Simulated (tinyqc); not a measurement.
Rigid-ion and shell models of the dielectric response of an ionic crystal: one step, computed by the program tinyqc.

Charges +Z and -Z; 4 nearest neighbours, Madelung constant M = 1.638055, volume per ion pair Omega = 3.079201 d^3. Energy per pair U = -M Z^2 e2/d + 4 A exp(-d/rho), e2 = e^2/(4 pi eps_0). In the shell model the anion is a core of charge Y - Z and a massless shell of charge -Y, joined by the spring k; the repulsion acts on the shell. Each ion feels the Lorentz field E + (4 pi/3) P (Gaussian units).

Problem. Equilibrium, bulk modulus and repulsive spring. Zero pressure fixes 4 A exp(-d/rho) = M Z^2 e2 rho/d^2. Then U = -(M Z^2 e2/d)(1 - rho/d), B = M Z^2 e2 (d/rho - 2)/(9 Omega d), and the spring of one sublattice against the other is R = (1/3) x (Laplacian of the repulsion summed over neighbours) = M Z^2 e2 (d/rho - 2)/(3 d^3), so R = 3 B Omega/d^2.

Inputs (values chosen for the exercise, for a model crystal): nearest-neighbour distance d = 2.92 angstrom; ionic charge Z = 1 e; hardness d/rho = 10.5.

Structure: zinc blende.

Constants: e^2/(4 pi eps_0) = 14.39964548 eV angstrom; 1 eV/angstrom^3 = 160.2176634 GPa.

Give: volume Omega; lattice energy U; bulk modulus B; repulsive spring R.

Solution.

volume Omega = 76.66 angstrom^3

lattice energy U = -7.309 eV/pair

bulk modulus B = 15.94 GPa

repulsive spring R = 2.684 eV/angstrom^2
